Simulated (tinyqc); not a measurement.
From results back to parameters: WKB tunnelling through a gate dielectric with a two-band (Franz) dispersion. Two cases, with inputs chosen for the exercise.

Problem. In the Fowler-Nordheim regime with a parabolic band J/F^2 is proportional to exp(-B/F), B = (4/3) sqrt(m/c) phi^(3/2), c = hbar^2/2m0, 1 V/angstrom = 100 MV/cm. The ratio below was computed from a hidden barrier.

Constants: hbar^2/2m0 = 3.80998211 eV angstrom^2.

Case 1.

Values chosen (out of a larger set: of the size used for La2O3 on silicon; not measured data):
- m = 0.26 m0 (mass at the conduction edge)
- F1 = 6.5 MV/cm (first field)
- F2 = 11.6 MV/cm (second field)

ln[(J2/F2^2)/(J1/F1^2)] = 8.81431

Case 2.

Values chosen (out of a larger set: of the size used for HfO2 on silicon; not measured data):
- m = 0.21 m0 (mass at the conduction edge)
- F1 = 8.2 MV/cm (first field)
- F2 = 11.7 MV/cm (second field)

ln[(J2/F2^2)/(J1/F1^2)] = 1.93236

Find: B; phi.

Solution. B is the logarithm divided by 1/F1 - 1/F2; then phi = (3 B/(4 sqrt(m/c)))^(2/3). The slope fixes only m phi^3, so the mass must be known.

Case 1.

B = 130.31 MV/cm
phi = 2.410 eV

Case 2.

B = 52.97 MV/cm
phi = 1.420 eV

Computed by tinyqc, one run a case: `OMP_NUM_THREADS=1 python tinyqc.py N N+1 out.jsonl` with N = 1452553, 1452631; one thread of a shared Intel(R) Xeon(R) Processor @ 2.30GHz, about 0.01 s a run at most.
